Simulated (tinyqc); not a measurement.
Worked calculation: Pariser-Parr-Pople SCF with singles CI, for the molecule C1=CC2=CC=CC2=C1 (SMILES; centres numbered as the heavy atoms are written). Computed by tinyqc, a small Python program that keeps every step. Settings: charge = 0, gamma = MN, start = core, damping = 0, iteration cap = 87, excitations kept = 9. Command: `OMP_NUM_THREADS=1 python tinyqc.py 31800 31801 out.jsonl` (the two numbers bound the seeds that draw the settings). One thread of a shared host (Intel(R) Xeon(R) Processor @ 2.60GHz), about 0.03 s of CPU time with the checks. Later iterations appear only in the table of the cycle.

## PPP integrals

Centres (angstrom, eV; a flat drawing with bonds scaled to 1.40 angstrom):
```
centre          x          y  core charge z          W   gamma_rr
1C       2.154000   0.000000              1  11.160000  11.130000
2C       1.331000   1.133000              1  11.160000  11.130000
3C       0.000000   0.700000              1  11.160000  11.130000
4C      -1.331000   1.133000              1  11.160000  11.130000
5C      -2.154000   0.000000              1  11.160000  11.130000
6C      -1.331000  -1.133000              1  11.160000  11.130000
7C       0.000000  -0.700000              1  11.160000  11.130000
8C       1.331000  -1.133000              1  11.160000  11.130000
```

Resonance integrals (eV):
```
i  j       beta
1  2  -2.220000
2  3  -2.220000
3  4  -2.220000
4  5  -2.220000
5  6  -2.220000
6  7  -2.220000
7  8  -2.220000
8  1  -2.220000
7  3  -2.220000
```

Mataga-Nishimoto: gamma = 14.399645/(R + a), a = 2 x 14.399645/(gamma_rr + gamma_ss); H_rr = -W_r - sum_(s != r) z_s gamma_rs; H_rs = beta for bonds.

repulsion gamma_rs (eV), order 1C, 2C, 3C, 4C, 5C, 6C, 7C, 8C:
```
[[11.130000, 5.344818, 4.046371, 2.904140, 2.570553, 2.904140, 4.046371, 5.344818],
 [5.344818, 11.130000, 5.346212, 3.640164, 2.904140, 3.006425, 4.045936, 4.045107],
 [4.046371, 5.346212, 11.130000, 5.346212, 4.046371, 4.045936, 5.345539, 4.045936],
 [2.904140, 3.640164, 5.346212, 11.130000, 5.344818, 4.045107, 4.045936, 3.006425],
 [2.570553, 2.904140, 4.046371, 5.344818, 11.130000, 5.344818, 4.046371, 2.904140],
 [2.904140, 3.006425, 4.045936, 4.045107, 5.344818, 11.130000, 5.346212, 3.640164],
 [4.046371, 4.045936, 5.345539, 4.045936, 4.046371, 5.346212, 11.130000, 5.346212],
 [5.344818, 4.045107, 4.045936, 3.006425, 2.904140, 3.640164, 5.346212, 11.130000]]
```

core matrix H (eV), order 1C, 2C, 3C, 4C, 5C, 6C, 7C, 8C:
```
[[-38.321211, -2.220000, 0.000000, 0.000000, 0.000000, 0.000000, 0.000000, -2.220000],
 [-2.220000, -39.492802, -2.220000, 0.000000, 0.000000, 0.000000, 0.000000, 0.000000],
 [0.000000, -2.220000, -43.382579, -2.220000, 0.000000, 0.000000, -2.220000, 0.000000],
 [0.000000, 0.000000, -2.220000, -39.492802, -2.220000, 0.000000, 0.000000, 0.000000],
 [0.000000, 0.000000, 0.000000, -2.220000, -38.321211, -2.220000, 0.000000, 0.000000],
 [0.000000, 0.000000, 0.000000, 0.000000, -2.220000, -39.492802, -2.220000, 0.000000],
 [0.000000, 0.000000, -2.220000, 0.000000, 0.000000, -2.220000, -43.382579, -2.220000],
 [-2.220000, 0.000000, 0.000000, 0.000000, 0.000000, 0.000000, -2.220000, -39.492802]]
```

## Starting guess

pi electrons, sum of z_r less the charge = 8

Orbitals of the core matrix H.

P at the start, order 1C, 2C, 3C, 4C, 5C, 6C, 7C, 8C:
```
[[0.913244, 0.685771, -0.145585, -0.009339, 0.096664, -0.009339, -0.145585, 0.685771],
 [0.685771, 0.750537, 0.441143, 0.158827, -0.009339, -0.212676, -0.242215, 0.379034],
 [-0.145585, 0.441143, 1.585683, 0.441143, -0.145585, -0.242215, 0.328689, -0.242215],
 [-0.009339, 0.158827, 0.441143, 0.750537, 0.685771, 0.379034, -0.242215, -0.212676],
 [0.096664, -0.009339, -0.145585, 0.685771, 0.913244, 0.685771, -0.145585, -0.009339],
 [-0.009339, -0.212676, -0.242215, 0.379034, 0.685771, 0.750537, 0.441143, 0.158827],
 [-0.145585, -0.242215, 0.328689, -0.242215, -0.145585, 0.441143, 1.585683, 0.441143],
 [0.685771, 0.379034, -0.242215, -0.212676, -0.009339, 0.158827, 0.441143, 0.750537]]
```

## Iteration 1: Fock matrix

F_rr = H_rr + P_rr gamma_rr / 2 + sum_(s != r) P_ss gamma_rs; F_rs = H_rs - P_rs gamma_rs / 2; E = tr P (H + F) / 2 + core repulsion sum_(r<s) z_r z_s gamma_rs.

F (eV), order 1C, 2C, 3C, 4C, 5C, 6C, 7C, 8C:
```
[[-5.676654, -4.052662, 0.294546, 0.013561, -0.124240, 0.013561, 0.294546, -4.052662],
 [-4.052662, -4.865277, -3.399221, -0.289077, 0.013561, 0.319698, 0.489992, -0.766616],
 [0.294546, -3.399221, -4.592974, -3.399221, 0.294546, 0.489992, -3.098509, 0.489992],
 [0.013561, -0.289077, -3.399221, -4.865277, -4.052662, -0.766616, 0.489992, 0.319698],
 [-0.124240, 0.013561, 0.294546, -4.052662, -5.676654, -4.052662, 0.294546, 0.013561],
 [0.013561, 0.319698, 0.489992, -0.766616, -4.052662, -4.865277, -3.399221, -0.289077],
 [0.294546, 0.489992, -3.098509, 0.489992, 0.294546, -3.399221, -4.592974, -3.399221],
 [-4.052662, -0.766616, 0.489992, 0.319698, 0.013561, -0.289077, -3.399221, -4.865277]]
```

pi energy = -97.127951 eV

## Iteration 1: orbitals and new P

Diagonalise F (the basis is taken as orthonormal) and form P = 2 sum c c over the lowest orbitals.

orbital energies (eV): [-12.834985, -11.358234, -8.830938, -7.582820, -3.489886, 0.143307, 1.324155, 2.629037]

P after iteration 1, order 1C, 2C, 3C, 4C, 5C, 6C, 7C, 8C:
```
[[1.134353, 0.655871, -0.218697, -0.051203, 0.143926, -0.051203, -0.218697, 0.655871],
 [0.655871, 0.819185, 0.522601, 0.314398, -0.051203, -0.325784, -0.156146, 0.179002],
 [-0.218697, 0.522601, 1.227277, 0.522601, -0.218697, -0.156146, 0.507642, -0.156146],
 [-0.051203, 0.314398, 0.522601, 0.819185, 0.655871, 0.179002, -0.156146, -0.325784],
 [0.143926, -0.051203, -0.218697, 0.655871, 1.134353, 0.655871, -0.218697, -0.051203],
 [-0.051203, -0.325784, -0.156146, 0.179002, 0.655871, 0.819185, 0.522601, 0.314398],
 [-0.218697, -0.156146, 0.507642, -0.156146, -0.218697, 0.522601, 1.227277, 0.522601],
 [0.655871, 0.179002, -0.156146, -0.325784, -0.051203, 0.314398, 0.522601, 0.819185]]
```

## Iteration 2: Fock matrix

As before.

F (eV), order 1C, 2C, 3C, 4C, 5C, 6C, 7C, 8C:
```
[[-5.645740, -3.972756, 0.442465, 0.074351, -0.184985, 0.074351, 0.442465, -3.972756],
 [-3.972756, -5.291563, -3.616969, -0.572231, 0.074351, 0.489723, 0.315878, -0.362042],
 [0.442465, -3.616969, -5.424484, -3.616969, 0.442465, 0.315878, -3.576810, 0.315878],
 [0.074351, -0.572231, -3.616969, -5.291563, -3.972756, -0.362042, 0.315878, 0.489723],
 [-0.184985, 0.074351, 0.442465, -3.972756, -5.645740, -3.972756, 0.442465, 0.074351],
 [0.074351, 0.489723, 0.315878, -0.362042, -3.972756, -5.291563, -3.616969, -0.572231],
 [0.442465, 0.315878, -3.576810, 0.315878, 0.442465, -3.616969, -5.424484, -3.616969],
 [-3.972756, -0.362042, 0.315878, 0.489723, 0.074351, -0.572231, -3.616969, -5.291563]]
```

pi energy = -99.923456 eV

## Iteration 2: orbitals and new P

As before.

orbital energies (eV): [-13.453986, -11.239665, -9.854837, -8.433219, -3.867567, 0.207813, 1.319074, 2.015689]

P after iteration 2, order 1C, 2C, 3C, 4C, 5C, 6C, 7C, 8C:
```
[[1.141066, 0.653071, -0.221983, -0.054003, 0.150705, -0.054003, -0.221983, 0.653071],
 [0.653071, 0.836315, 0.519080, 0.331495, -0.054003, -0.343046, -0.143544, 0.161773],
 [-0.221983, 0.519080, 1.186305, 0.519080, -0.221983, -0.143544, 0.535388, -0.143544],
 [-0.054003, 0.331495, 0.519080, 0.836315, 0.653071, 0.161773, -0.143544, -0.343046],
 [0.150705, -0.054003, -0.221983, 0.653071, 1.141066, 0.653071, -0.221983, -0.054003],
 [-0.054003, -0.343046, -0.143544, 0.161773, 0.653071, 0.836315, 0.519080, 0.331495],
 [-0.221983, -0.143544, 0.535388, -0.143544, -0.221983, 0.519080, 1.186305, 0.519080],
 [0.653071, 0.161773, -0.143544, -0.343046, -0.054003, 0.331495, 0.519080, 0.836315]]
```

## Convergence

Stop when output and input P, before any damping, agree to 1e-7.

Course of the cycle:
```
iteration        E (eV)  largest |P(out) - P(in)|
1          -97.12795070                  3.58e-01
2          -99.92345617                  4.10e-02
3          -99.96257537                  8.07e-03
4          -99.96433658                  2.81e-03
5          -99.96452837                  1.05e-03
6          -99.96455622                  4.07e-04
7          -99.96456059                  1.61e-04
8          -99.96456129                  6.38e-05
9          -99.96456140                  2.55e-05
10         -99.96456142                  1.02e-05
11         -99.96456142                  4.10e-06
12         -99.96456142                  1.64e-06
13         -99.96456142                  6.61e-07
14         -99.96456142                  2.66e-07
15         -99.96456142                  1.07e-07
16         -99.96456142                  4.29e-08
```

Converged in 16 iterations.

## Converged orbitals

Charges are z - P_rr.

orbital energies (eV): [-13.532352, -11.235976, -9.900463, -8.522158, -3.898337, 0.206244, 1.282690, 1.916846]

coefficients, order 1C, 2C, 3C, 4C, 5C, 6C, 7C, 8C:
```
[[0.283629, 0.497021, 0.000000, 0.491102, 0.000000, 0.502961, 0.422343, 0.000000],
 [0.331799, 0.355647, 0.413562, 0.114584, 0.500000, -0.351447, -0.356062, -0.281010],
 [0.446513, 0.000000, 0.397408, -0.482244, 0.000000, 0.000000, 0.260895, 0.584865],
 [0.331799, -0.355647, 0.413562, 0.114584, -0.500000, 0.351447, -0.356062, -0.281010],
 [0.283629, -0.497021, 0.000000, 0.491102, 0.000000, -0.502961, 0.422343, 0.000000],
 [0.331799, -0.355647, -0.413562, 0.114584, 0.500000, 0.351447, -0.356062, 0.281010],
 [0.446513, 0.000000, -0.397408, -0.482244, 0.000000, 0.000000, 0.260895, -0.584865],
 [0.331799, 0.355647, -0.413562, 0.114584, -0.500000, -0.351447, -0.356062, 0.281010]]
```

pi charges: [-0.137313, 0.158523, -0.179733, 0.158523, -0.137313, 0.158523, -0.179733, 0.158523]

## Singles CI, singlets

Over the 9 single excitations with the smallest orbital gaps: A = (e_a - e_i) delta + 2 (ia|jb) - (ij|ab), with (pq|rs) = sum c_mp c_mq gamma_mn c_nr c_ns. f = 2/3 w |mu|^2 in atomic units, mu = sqrt2 sum c_ia sum_m c_mi c_ma R_m.

singlet CI matrix (eV), order 4>5, 3>5, 2>5, 4>6, 1>5, 4>7, 3>6, 4>8, 3>7:
```
[[0.332984, 0.000000, 0.000000, 0.000000, 0.534289, 0.000000, -0.347818, 0.000000, 0.000000],
 [0.000000, 3.703879, 0.000000, 0.511076, 0.000000, 0.000000, 0.000000, 0.000000, 0.000000],
 [0.000000, 0.000000, 4.492365, 0.000000, 0.000000, 0.000000, 0.000000, -0.345135, -0.749426],
 [0.000000, 0.511076, 0.000000, 5.602310, 0.000000, 0.000000, 0.000000, 0.000000, 0.000000],
 [0.534289, 0.000000, 0.000000, 0.000000, 6.115936, 0.000000, -0.337789, 0.000000, 0.000000],
 [0.000000, 0.000000, 0.000000, 0.000000, 0.000000, 6.451003, 0.000000, 0.000000, 0.000000],
 [-0.347818, 0.000000, 0.000000, 0.000000, -0.337789, 0.000000, 6.545900, 0.000000, 0.000000],
 [0.000000, 0.000000, -0.345135, 0.000000, 0.000000, 0.000000, 0.000000, 6.998442, 0.267507],
 [0.000000, 0.000000, -0.749426, 0.000000, 0.000000, 0.000000, 0.000000, 0.267507, 7.554098]]
```

singlet excitation energies (eV): [0.268116, 3.575037, 4.290318, 5.731152, 5.945583, 6.451003, 6.781121, 6.891076, 7.863512]

oscillator strengths: [0.000000, 0.462437, 0.284135, 1.198120, 0.000000, 0.000000, 0.000000, 0.113739, 1.020690]

## Singles CI, triplets

Over the 9 single excitations with the smallest orbital gaps: A = (e_a - e_i) delta - (ij|ab), with (pq|rs) = sum c_mp c_mq gamma_mn c_nr c_ns.

triplet CI matrix (eV), order 4>5, 3>5, 2>5, 4>6, 1>5, 4>7, 3>6, 4>8, 3>7:
```
[[0.163583, 0.000000, 0.000000, 0.000000, 0.043757, 0.000000, 0.081938, 0.000000, 0.000000],
 [0.000000, 0.786554, 0.000000, 0.081938, 0.000000, 0.000000, 0.000000, 0.000000, 0.000000],
 [0.000000, 0.000000, 2.539781, 0.000000, 0.000000, 0.000000, 0.000000, 0.530148, 0.675699],
 [0.000000, 0.081938, 0.000000, 3.791196, 0.000000, 0.000000, 0.000000, 0.000000, 0.000000],
 [0.043757, 0.000000, 0.000000, 0.000000, 4.695516, 0.000000, 0.906646, 0.000000, 0.000000],
 [0.000000, 0.000000, 0.000000, 0.000000, 0.000000, 4.794598, 0.000000, 0.000000, 0.000000],
 [0.081938, 0.000000, 0.000000, 0.000000, 0.906646, 0.000000, 5.455646, 0.000000, 0.000000],
 [0.000000, 0.000000, 0.530148, 0.000000, 0.000000, 0.000000, 0.000000, 4.904844, 0.254049],
 [0.000000, 0.000000, 0.675699, 0.000000, 0.000000, 0.000000, 0.000000, 0.254049, 6.284055]]
```

triplet excitation energies (eV): [0.162113, 0.784321, 2.331616, 3.793429, 4.092516, 4.794598, 4.917923, 6.060116, 6.479141]
